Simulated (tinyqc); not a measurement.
Heterojunction of two tight-binding chains: one step. Wave numbers and velocities. Two cases, with inputs chosen for the exercise.

Task: The left chain has hopping t1 and band bottom 0, the right one t2 and dE. cos(ka) = 1 - (E - bottom)/(2t); dE/dk = 2 t a sin(ka).

Give: ka; dE/dk.

Case 1.

Values chosen (out of a larger set: masses and offset of the size met at Si / SiGe; not measured data): a = 4 angstrom (site spacing); dE = 0.13 eV (band offset); E = 0.175 eV (electron energy).

t1 = 1.301223 eV
t2 = 1.112728 eV

Result:

ka (rad): left 0.36881, right 0.20144

dE/dk (eV angstrom): left 3.7528, right 1.7811

Case 2.

Values chosen (out of a larger set: masses and offset of the size met at Si / SiGe; not measured data): a = 3 angstrom (site spacing); dE = 0.15 eV (band offset); E = 0.29 eV (electron energy).

t1 = 2.075154 eV
t2 = 2.228060 eV

Result:

ka (rad): left 0.37604, right 0.25133

dE/dk (eV angstrom): left 4.5725, right 3.3246

Computed by tinyqc, one run a case: `OMP_NUM_THREADS=1 python tinyqc.py N N+1 out.jsonl` with N = 1480621, 1480748; one thread of a shared Intel(R) Xeon(R) Processor @ 2.30GHz, about 0.01 s a run at most.
